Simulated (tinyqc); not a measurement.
Six-transistor SRAM cell, nodal equations and margins: two steps of the calculation.

Two cross-coupled inverters (pull-down bn, pull-up bp) hold the nodes Q and QB; access transistors (ba, threshold VTn, gate on the word line at Vdd when selected) join them to the bit lines. Transistor (EKV form, voltages against the body): I = 2 n b Vt^2 [F(vp - Vs) - F(vp - Vd)] from drain to source, F(v) = ln^2(1 + exp(v/(2 Vt))), vp = (Vg - VT + sg |Vd - Vs|)/n. n-channel bodies are at 0; for the p-channel device all voltages are counted down from Vdd. b in uA/V^2 gives I in uA. For an access transistor the bit line is the drain and the node the source. In a read both bit lines are at Vdd. The cell is symmetric (no mismatch).

Values chosen for this exercise:
```
symbol  value    unit                                  meaning
T         350       K                              temperature
Vdd       0.5       V                           supply voltage
n        1.14                                     slope factor
sg      0.112                   drain-induced barrier lowering
VTn      0.38       V                      n-channel threshold
VTp       0.4       V          p-channel threshold (magnitude)
bn        290  uA/V^2  gain factor of the pull-down transistor
ba        240  uA/V^2     gain factor of the access transistor
bp        160  uA/V^2    gain factor of the pull-up transistor
```

Constants: q = 1.602176634e-19 C, kB = 1.380649e-23 J/K, Vt = kB T/q. Results are converted to the units shown.

Task 1. Node voltages in a read by Newton steps. F1 = In(gate QB, drain Q) - Ip(gate QB, drain Q) - Ia(bit line, Q), F2 the same with Q and QB exchanged; J by central differences with +/- 1e-6 V; solve J d = -F, limit each component to +/- 0.15 V and add.

(Q, QB) at the start (V): Q 0.00000000, QB 0.50000000

Give: F1, F2; J; (Q, QB) after iteration 1.

Result 1.

F1, F2 (uA): -3.4532  0.0000

J (uS):
```
         Q      QB
F1  76.672   0.000
F2   0.001  14.843
```

(Q, QB) after iteration 1 (V): Q 0.04504, QB 0.49999

Task 2. Read current and disturbance. Iread = Ia(bit line at Vdd, source Q); cell ratio bn/ba; time to pull a bit line of 20 fF down by 0.1 V at that current.

(Q, QB) (V): Q 0.057434665, QB 0.49996628

Find: Iread; cell ratio; time.

Result 2.

Iread = 1.4600 uA
cell ratio = 1.2083
time = 1369.9 ps

tinyqc, about 0.2 s, one thread, Intel Xeon 2.30GHz (shared host): `OMP_NUM_THREADS=1 python tinyqc.py 2340109 2340110 out.jsonl`
